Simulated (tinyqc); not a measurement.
Length of a molecular wire: coherent transport through a tight-binding bridge. Computed by the program tinyqc. 

A uniform bridge between two chains:
```
parameter,value
site energy (eV),0.290000
hopping in the bridge (eV),0.400000
lead hopping (eV),2.540000
couplings (eV),"1.05, 0.72"
E (eV),0.280000
```

T = Gamma_L Gamma_R |G_1n|^2 with the self-energies of semi-infinite chains.

Transmission against length:
```
sites,T,ln T
2,9.1813e-01,-0.085
3,8.6504e-01,-0.145
4,9.1894e-01,-0.085
5,8.6435e-01,-0.146
6,9.1968e-01,-0.084
7,8.6373e-01,-0.146
8,9.2034e-01,-0.083
9,8.6318e-01,-0.147
10,9.2094e-01,-0.082
```

E lies inside the band of the bridge (|E - e|/2h = 0.012 < 1): T does not decay but oscillates with length, between 0.863 and 0.921 here, as levels of the bridge pass E.
